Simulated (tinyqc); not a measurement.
Geometry alone against geometry with stress: oxidation of curved silicon (wires and holes): cylindrical Deal-Grove kinetics with stress-retarded reaction. Computed by tinyqc, a small Python program. Command: `OMP_NUM_THREADS=1 python tinyqc.py 3005160 3005161 out.jsonl wireox walk`. One thread of a shared host (Intel(R) Xeon(R) Processor @ 2.30GHz), about 0.02 s of CPU time with the checks.

Silicon fills r < a and oxide a < r < b. One volume of silicon gives 2.25 volumes of oxide, and the length is fixed.

Inputs (values chosen for the exercise, close to those used for silicon in dry oxygen):

| quantity | value | unit |
|---|---|---|
| prefactor B0 | 770 | um^2/h |
| activation energy E_B | 1.24 | eV |
| prefactor (B/A)0 | 5.41e+06 | um/h |
| activation energy E_A | 2.02 | eV |
| starting silicon radius a0 | 25 | nm |
| starting oxide x_i | 3 | nm |
| viscosity prefactor eta0 | 2.4e-09 | Pa s |
| viscosity energy E_eta | 5.52 | eV |
| critical shear stress s_c | 94 | MPa |
| activation volume V_k | 13 | angstrom^3 |
| temperature T | 950 | C |
| time t | 2.7 | h |

Shape: wire (convex).

Constants: k_B = 8.617333262e-05 eV/K.

Method:
- B = B0 exp(-E_B/(k_B T)), B/A = (B/A)0 exp(-E_A/(k_B T)), eta = eta0 exp(E_eta/(k_B T)); 1 um = 1000 nm.
- Temperatures in kelvin are T(C) + 273.15.
- Geometry: b^2 = b0^2 + 1.25 (a0^2 - a^2), b0 = a0 + x_i.
- Rate of oxide made per interface area: q = 1/[1/k + 2 a |ln(b/a)|/B], and |da/dt| = q/2.25. Reaction k = (B/A) exp(-sigma V_k/(k_B T)). New oxide pushes the old with radial speed u = 1.25 |da/dt| at r = a; the shear stress at radius r is s_c asinh(z a^2/r^2), z = 2 eta u/(a s_c) (Eyring flow), and the compressive normal stress at the interface is sigma = |int_a^b 2 s/r dr| = s_c |F(z) - F(z a^2/b^2)|, F(y) = int_0^y asinh(w)/w dw. q and sigma are solved together. 1 MPa angstrom^3 = 6.241509e-6 eV.
- Integrate da/dt adaptively (tolerance 1e-8); a wire counts as consumed at a = 0.5 nm and a hole as closed at b = 0.5 nm. Planar reference: x^2 + A x = B t + x_i^2 + A x_i, A = B/(B/A).
- A dash marks a stress-free run that has consumed the wire or closed the hole.

B = 5988.04 nm^2/h

B/A = 25.7120 nm/h

low-stress viscosity eta = 1.33173e+14 Pa s

k_B T = 0.105403 eV

Oxide thickness (nm):

| t (h) | planar | curved, no stress | curved, with stress | a (nm) | sigma (MPa) |
|---|---|---|---|---|---|
| 0.081 | 5.013 | 4.865 | 4.638 | 24.213 | 213.0 |
| 0.270 | 9.586 | 8.896 | 7.949 | 22.545 | 356.9 |
| 0.540 | 15.845 | 14.055 | 11.832 | 20.453 | 522.8 |
| 1.080 | 27.549 | 22.916 | 17.810 | 16.931 | 785.5 |
| 1.890 | 43.507 | 33.857 | 24.235 | 12.695 | 1106.4 |
| 2.700 | 58.011 | - | 28.861 | 9.309 | 1396.8 |
| 4.050 | 79.817 | - | 34.124 | 5.037 | 1882.9 |
| 5.400 | 99.431 | - | 37.374 | 2.118 | 2449.9 |

What does the comparison show, and why?

At 1.89 h the thickness is 0.778 of the planar value from geometry alone and 0.557 with stress. On a wire the new oxide spreads over a larger circumference, which thins it, while the oxidant converges on a smaller interface. Stress and geometry both count. Caution: rows with a normal stress above about 1.5 GPa lie beyond the range of a viscous flow law. Caution: elasticity of the oxide, stress-dependent diffusion and thin-oxide enhancement are left out.
